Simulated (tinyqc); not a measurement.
Slater-Koster d bands of an fcc metal: sweeps and comparisons. A value that a table varies takes the place of the one given here.

Slater-Koster d bands. For a bond with direction cosines (l, m, n) the 5 x 5 block is dds Ps + ddp Pp + ddd (1 - Ps - Pp), the projectors on sigma, pi and delta states about the bond; for instance <xy|xy> = 3 l^2 m^2 dds + (l^2 + m^2 - 4 l^2 m^2) ddp + (n^2 + l^2 m^2) ddd, <xy|yz> = 3 l m^2 n dds + l n (1 - 4 m^2) ddp + l n (m^2 - 1) ddd and <3z2-r2|3z2-r2> = (n^2 - (l^2 + m^2)/2)^2 dds + 3 n^2 (l^2 + m^2) ddp + (3/4)(l^2 + m^2)^2 ddd. H(k) sums the blocks times cos(k.R) over the neighbours; the d level is the zero of energy; k in 2 pi/a.

Neighbours: twelve at (a/2)(1,1,0) and equivalents.

Mesh: k = f1 b1 + f2 b2 + f3 b3 with fractions (j + 1/2)/N, j = 0 to N - 1, and b = (-1,1,1), (1,-1,1), (1,1,-1) for fcc, (0,1,1), (1,0,1), (1,1,0) for bcc, unit vectors for simple cubic. The lowest Nd/10 of all levels are filled with two electrons each; the bond energy is their sum per atom.

Values chosen for the exercise (of the size met in Cu; not measured data):
- dds = -0.35 eV (dd sigma)
- ddp = 0.231 eV (dd pi)
- ddd = -0.042 eV (dd delta)
- N = 8 (mesh)
- f2 = 0.487 (factor for second neighbours in bcc)

## Band filling: full bands against the rectangular model

W = sqrt(12 mu2) with mu2 the mean square level on the mesh; rectangular model: Fermi level W (Nd/10 - 1/2), bond energy -W Nd (10 - Nd)/20. The Fermi level of the mesh is the highest filled level.

Per atom (eV):

| Nd | EF, bands | bond energy, bands | EF, rectangle | bond energy, rectangle |
|---|---|---|---|---|
| 1 | -0.991 | -1.258 | -1.036 | -1.165 |
| 2 | -0.784 | -2.155 | -0.777 | -2.071 |
| 3 | -0.535 | -2.815 | -0.518 | -2.719 |
| 4 | -0.204 | -3.195 | -0.259 | -3.107 |
| 5 | 0.052 | -3.257 | 0.000 | -3.236 |
| 6 | 0.332 | -3.038 | 0.259 | -3.107 |
| 7 | 0.536 | -2.573 | 0.518 | -2.719 |
| 8 | 0.769 | -1.895 | 0.777 | -2.071 |
| 9 | 0.955 | -1.022 | 1.036 | -1.165 |

W = 2.589 eV
full width on the mesh = 2.920 eV

The bond energy is deepest at Nd = 5 (-3.257 eV); the rectangle has its minimum at 5. The two differ most at Nd = 8, by 0.177 eV or 5 % of the deepest value: the second moment fixes the parabola, and higher moments the rest. At Nd = 3 and 7 the bands give -2.815 and -2.573 eV, a skew towards less than half filling.

## Which lattice a d-band metal prefers

fcc has twelve neighbours, bcc eight and six (the six times f2), simple cubic six. The integrals of bcc and sc are scaled so that all three have the second moment of fcc, which stands for equal repulsion (structural energy difference theorem). s and p electrons are left out.

Bond energy per atom:

| Nd | fcc (eV) | bcc - fcc (meV) | sc - fcc (meV) |
|---|---|---|---|
| 1 | -1.258 | 88 | 20 |
| 2 | -2.155 | 51 | 32 |
| 3 | -2.815 | -41 | 130 |
| 4 | -3.195 | -125 | 184 |
| 5 | -3.257 | -40 | 177 |
| 6 | -3.038 | 119 | 26 |
| 7 | -2.573 | 163 | -113 |
| 8 | -1.895 | 84 | -229 |
| 9 | -1.022 | -55 | -216 |

scale factors: bcc 1.1285, sc 1.4142

mu3/mu2^1.5: fcc -0.253, bcc -0.242, sc 0.000

mu4/mu2^2: fcc 1.853, bcc 1.705, sc 2.165

largest change of a difference when N is raised to 14 = 17 meV

fcc is lowest for Nd = 1, 2 and 6. bcc is lowest for Nd = 3, 4 and 5. sc is lowest for Nd = 7, 8 and 9. bcc gains most on fcc at Nd = 4 (-125 meV). A small fourth moment marks a two-peaked band, which tends to favour fillings near one half; bcc has -8 % against fcc, and at Nd = 5 it lies -40 meV from fcc (differences of a few tens of meV are within the error of the mesh; hcp is left out, and this d-only model can miss the lattice of the real metal). The third moments, from three-membered rings, skew the bands. That simple cubic wins anywhere comes from keeping d bands and equal second moments alone; no transition metal takes it. Differences below about 17 meV are within the error of this mesh, and the s and p electrons left out weigh most where the d band is nearly empty or full.

## What each integral does

Levels at Gamma, E(t2g) = 3 dds + 4 ddp + 5 ddd, E(eg) = 1.5 dds + 6 ddp + 4.5 ddd, and W = sqrt(12 mu2), the width of a rectangular band with the same second moment mu2 = z (dds^2 + 2 ddp^2 + 2 ddd^2)/5, z = 12. Each row changes one parameter from the base and keeps the others.

Results:

| case | t2g (eV) | eg (eV) | W (eV) |
|---|---|---|---|
| base | -0.3360 | 0.6720 | 2.5891 |
| dds = -0.2975 eV | -0.1785 | 0.7508 | 2.3925 |
| ddp = 0.2656 eV | -0.1976 | 0.8796 | 2.7736 |
| ddd = -0.0483 eV | -0.3675 | 0.6437 | 2.5954 |

The largest shifts from the base row, up to three for each result and ties (the steps differ in size, so this ranks the rows, not the parameters). t2g (eV): dds +0.1575, ddp +0.1384, ddd -0.0315. eg (eV): ddp +0.2076, dds +0.0787, ddd -0.0283. W (eV): dds -0.1965, ddp +0.1846, ddd +0.0063. The ratio of the shifts of t2g and eg names the integral: 3 : 1.5 for dds, 4 : 6 for ddp, 5 : 4.5 for ddd.

Run: tinyqc, `OMP_NUM_THREADS=1 python tinyqc.py 1481660 1481661 out.jsonl`; Intel(R) Xeon(R) Processor @ 2.30GHz, one thread, shared host; about 0.04 s of CPU time with all checks.
